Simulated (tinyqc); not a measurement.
Strain and the order of the valence edges: six-band k.p model of the valence band of a wurtzite crystal.

At k = 0: E1 = D1c + D2c + Te + Le (pure HH); E2, E3 = Le + u +/- sqrt(u^2 + 2 D3c^2), u = (D1c - D2c + Te)/2, D1c = Dcr, D2c = D3c = Dso/3. The weight of LH in state 2 is fL = (E2 - Le)^2/((E2 - Le)^2 + 2 D3c^2). Relative strengths of transitions to the conduction band: for E perpendicular to c (TE) 1/2, fL/2, (1 - fL)/2; for E along c (TM) 0, 1 - fL, fL, with one momentum element for both directions.

Strain of a c-plane layer: exx = eyy = e_par, ezz = -2 (C13/C33) e_par; Le = D1 ezz + D2 (exx + eyy), Te = D3 ezz + D4 (exx + eyy).

Conduction edge: Ec = (top of the unstrained valence band) + Eg + (a1 + D1) ezz + (a2 + D2)(exx + eyy).
Constants: kB = 8.617333262e-05 eV/K.

Inputs chosen for the exercise (near those of AlGaN; the results hold for these values, not for the real material):

| symbol | value | unit | meaning |
|---|---|---|---|
| Dcr | -0.101 | eV | crystal-field splitting |
| Dso | 0.0177 | eV | spin-orbit splitting |
| Eg | 5.321 | eV | direct gap at Gamma from the top of the unstrained valence band |
| a1 | -3.92 | eV | gap potential along c |
| a2 | -12.06 | eV | gap potential in the plane |
| D1 | -12.25 | eV |  |
| D2 | 6.44 | eV |  |
| D3 | 8.86 | eV |  |
| D4 | -3.9 | eV |  |
| C13 | 104 | GPa |  |
| C33 | 372 | GPa |  |
| T | 200 | K | temperature |

Edges from the unstrained top. Degree of polarisation (TE - TM)/(TE + TM), each state weighted by exp(E/kT) alone (equal densities of states).

Results:

| e_par (%) | E1 (meV) | E2 (meV) | E3 (meV) | fL | lowest transition (eV) | polarisation |
|---|---|---|---|---|---|---|
| -0.80 | -151.6 | -152.2 | -169.6 | 0.360 | 5.4901 | 0.029 |
| -0.40 | -123.6 | -78.3 | -136.7 | 0.021 | 5.4081 | -0.879 |
| -0.20 | -109.7 | -39.3 | -122.3 | 0.010 | 5.3647 | -0.965 |
| 0.00 | -95.7 | 0.0 | -108.2 | 0.006 | 5.3210 | -0.988 |
| 0.20 | -81.8 | 39.3 | -94.1 | 0.004 | 5.2773 | -0.995 |
| 0.40 | -67.8 | 78.7 | -80.1 | 0.003 | 5.2335 | -0.997 |
| 0.60 | -53.9 | 118.1 | -66.1 | 0.002 | 5.1897 | -0.998 |
| 0.80 | -39.9 | 157.5 | -52.1 | 0.002 | 5.1459 | -0.998 |

Give the missing row, e_par (%) = -0.60.

Computed row:
```
e_par (%)  E1 (meV)  E2 (meV)  E3 (meV)     fL  lowest transition (eV)  polarisation
-0.60        -137.6    -116.9    -151.5  0.062                  5.4511        -0.590
```

E1 = E2 requires Dcr + Te = 0, which here falls at e_par = -0.79 %, inside the sweep: state 1 is on top for smaller e_par and state 2 beyond. The polarisation goes from +0.03 to -1.00 and changes sign between -0.80 and -0.60 %; the lowest transition moves by -215 meV per 1 % on average.

Program tinyqc; command `OMP_NUM_THREADS=1 python tinyqc.py 1081277 1081278 out.jsonl`; about 0.01 s on one thread of a shared Intel(R) Xeon(R) Processor @ 2.30GHz.
